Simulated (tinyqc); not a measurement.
# Changing the shear strain e_s

Model: valley-orbit splitting of a donor ground state, with strain. Computed by tinyqc, a small Python program. Command: `OMP_NUM_THREADS=1 python tinyqc.py 3008708 3008709 out.jsonl valleyorbit sweep`. One thread of a shared host (Intel(R) Xeon(R) Processor @ 2.30GHz), about 0.01 s of CPU time with the checks.

The basis is the 1s envelope in each valley; energies are counted from the unstrained conduction-band edge. The strain is e_s (a a^T - 1/3) for the unit stress axis a, so valley j along n_j moves by Xi_u e_s w_j with w_j = (n_j.a)^2 - 1/3: +1/6 for x and y, -1/3 for z. The splitting at the zone boundary that a [110] shear adds for <100> valleys is left out.

Inputs (values chosen for the exercise, for a model many-valley semiconductor):
```
quantity                                    value   unit
single-valley binding energy E_0             21.2    meV
central-cell shift Lambda                    8.31    meV
coupling Delta_1                             1.19    meV
coupling Delta_2                             1.36    meV
shear deformation potential Xi_u             8.87     eV
temperature T                                  77      K
donor density N_D                         6.1e+14  cm^-3
density-of-states mass of one valley m_e    0.323    m_0
```

Valleys: six along <100>. Stress axis: [110].

Constants: k_B = 8.617333262e-05 eV/K; m_0 = 9.1093837015e-31 kg; k_B = 1.380649e-23 J/K; h = 6.62607015e-34 J s.

Method:
- H_jj = -(E_0 + Lambda) + Xi_u e_s w_j; H_jk = -Delta_2 between opposite valleys and -Delta_1 between perpendicular ones.
- Diagonalise H; the ground vector has positive components. The density at the nucleus, and so the contact hyperfine coupling, scales as (sum_j c_j)^2/(number of valleys), which is 1 without strain; the envelopes are held fixed.
- The binding energy is counted from the lowest valley edge, min_j Xi_u e_s w_j; the gap is from the ground state to the next level.
- z = sum over levels of exp(-(E - E_ground)/k_B T), the ground-state share being 1/z; N_c = 2 (2 pi m_e k_B T/h^2)^(3/2) sum_j exp(-(shift_j - lowest shift)/k_B T); n1 = N_c/(2 z) exp(-binding/k_B T), binding = lowest shift - E_ground; without compensation n = 2 N_D/(1 + sqrt(1 + 4 N_D/n1)) (Boltzmann statistics; p and higher states left out).

One run for each value; columns: (1) shear strain e_s; (2) hyperfine ratio A/A_0; (3) binding energy under strain (meV); (4) gap to the first excited state (meV); (5) free electrons n (cm^-3):
```
(1)          (2)     (3)     (4)         (5)
0.00002  0.99997  35.571  7.1109  5.2318e+14
0.00004  0.99986  35.513  7.0828  5.2318e+14
0.00008  0.99943  35.397  7.0297  5.2318e+14
0.00016  0.99767  35.173  6.9358  5.2318e+14
0.00032  0.99022  34.750  6.6003  5.2319e+14
0.00063  0.96028  34.035  5.8852  5.2324e+14
0.00130  0.84626  32.945  4.7948  5.2343e+14
0.00250  0.65647  32.019  3.8693  5.2407e+14
0.00500  0.49398  31.427  3.2767  5.2559e+14
```

Over the rows, hyperfine ratio A/A_0 falls from 1.000 to 0.494 (exponent d ln y / d ln x -1.5e-4 between the first rows and -0.41 between the last); binding energy under strain (meV) falls from 35.6 to 31.4 (exponent d ln y / d ln x -0.0024 between the first rows and -0.027 between the last); gap to the first excited state (meV) falls from 7.11 to 3.28 (exponent d ln y / d ln x -0.0057 between the first rows and -0.24 between the last). Strain moves the ground state into the lowered valleys, so fewer valleys add in phase at the nucleus and less valley-orbit energy is gained.

Extremes, crossings and ranges named in words are read from the listed rows.
